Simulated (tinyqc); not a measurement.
Worked calculation: Bethe-Salpeter matrix of a two-band square lattice (Tamm-Dancoff form). Values are carried at full precision from step to step, so a last printed digit may differ when a step is redone from the rounded ones.

One valence and one conduction band, lattice period 1, mesh k = 2 pi j/N along each axis (first index slowest). Pair energies D(k) = Eg + 2 t sum(1 - cos k), t = tc + tv. Screened attraction W(R) = U at R = 0 and V/|R| otherwise, R over the N x N cells with the nearest image; W(q) = sum_R W(R) cos(q R). H(k, k') = D(k) delta - W(k - k')/Nk + 2 J/Nk for singlets (J = 0 for triplets), Nk the number of k points. With a constant transition dipole the strength of a state is f = (sum_k A_k)^2/Nk, and the f sum to 1.

Parameters, chosen for this exercise: Eg = 3.9 eV (quasiparticle gap); tc = 0.19 eV (conduction hopping); tv = 0.06 eV (valence hopping); U = 1.55 eV (attraction in the same cell); V = 0 eV (attraction at one cell distance); J = 0.36 eV (exchange in the same cell); N = 3 (k points along each axis).

## Pair energies and the kernel

List D(k), W(R) and W(q) on the mesh.

Mesh values (eV):
```
index j  D(k_j)  W(R = j)  W(q_j)
j00      3.9000    1.5500  1.5500
j01      4.6500    0.0000  1.5500
j02      4.6500    0.0000  1.5500
j10      4.6500    0.0000  1.5500
j11      5.4000    0.0000  1.5500
j12      5.4000    0.0000  1.5500
j20      4.6500    0.0000  1.5500
j21      5.4000    0.0000  1.5500
j22      5.4000    0.0000  1.5500
```

## The singlet matrix

Fill in H.

H (eV):
```
         j00      j01      j02      j10      j11      j12      j20      j21      j22
j00   3.8078  -0.0922  -0.0922  -0.0922  -0.0922  -0.0922  -0.0922  -0.0922  -0.0922
j01  -0.0922   4.5578  -0.0922  -0.0922  -0.0922  -0.0922  -0.0922  -0.0922  -0.0922
j02  -0.0922  -0.0922   4.5578  -0.0922  -0.0922  -0.0922  -0.0922  -0.0922  -0.0922
j10  -0.0922  -0.0922  -0.0922   4.5578  -0.0922  -0.0922  -0.0922  -0.0922  -0.0922
j11  -0.0922  -0.0922  -0.0922  -0.0922   5.3078  -0.0922  -0.0922  -0.0922  -0.0922
j12  -0.0922  -0.0922  -0.0922  -0.0922  -0.0922   5.3078  -0.0922  -0.0922  -0.0922
j20  -0.0922  -0.0922  -0.0922  -0.0922  -0.0922  -0.0922   4.5578  -0.0922  -0.0922
j21  -0.0922  -0.0922  -0.0922  -0.0922  -0.0922  -0.0922  -0.0922   5.3078  -0.0922
j22  -0.0922  -0.0922  -0.0922  -0.0922  -0.0922  -0.0922  -0.0922  -0.0922   5.3078
```

## Exciton levels and strengths

Diagonalise. For the lowest state give the amplitudes A_k (norm 1, largest positive) and f = (sum_k A_k)^2/Nk, Nk the size of the matrix.

levels (eV): [3.6741, 4.2561, 4.6500, 4.6500, 4.6500, 5.1898, 5.4000, 5.4000, 5.4000]

amplitudes of the lowest state: j00 0.883, j01 0.204, j02 0.204, j10 0.204, j11 0.116, j12 0.116, j20 0.204, j21 0.116, j22 0.116

f of the lowest state = 0.520

The lowest state lies 0.2259 eV below the gap Eg = 3.9 eV and holds 52 % of the strength, against 11 % for one free pair. On a fine mesh the triplet and singlet bindings are 0.7150 and 0.1480 eV.

## Spectrum with and without the kernel

Distinct levels with their degeneracy and summed f, for singlets, beside the sorted triplet levels and free pairs.

Singlets:
```
E (eV)  degeneracy       f
3.6741           1  0.5197
4.2561           1  0.3558
4.6500           3  0.0000
5.1898           1  0.1246
5.4000           3  0.0000
```

triplet levels (eV): [3.1566, 4.1116, 4.6500, 4.6500, 4.6500, 5.1319, 5.4000, 5.4000, 5.4000]

free pairs (eV): [3.9000, 4.6500, 4.6500, 4.6500, 4.6500, 5.4000, 5.4000, 5.4000, 5.4000]

6 of the 9 singlets are dark; those whose amplitude vanishes at R = 0 also feel neither U nor J. The lowest singlet lies 0.5175 eV above the lowest triplet; first order gives 2 J f = 0.6134 eV with the f of the triplet envelope. The centre of the spectrum, sum f E = 4.0700 eV, equals mean D - U + 2J = 4.0700 eV.

## Checks

- Levels from the matrix in the electron-hole distance R against those in k: they agree to 1e-10 or better.

tinyqc: `OMP_NUM_THREADS=1 python tinyqc.py 1252107 1252108 out.jsonl`; about 0.8 s, one thread, shared Intel(R) Xeon(R) Processor @ 2.30GHz.
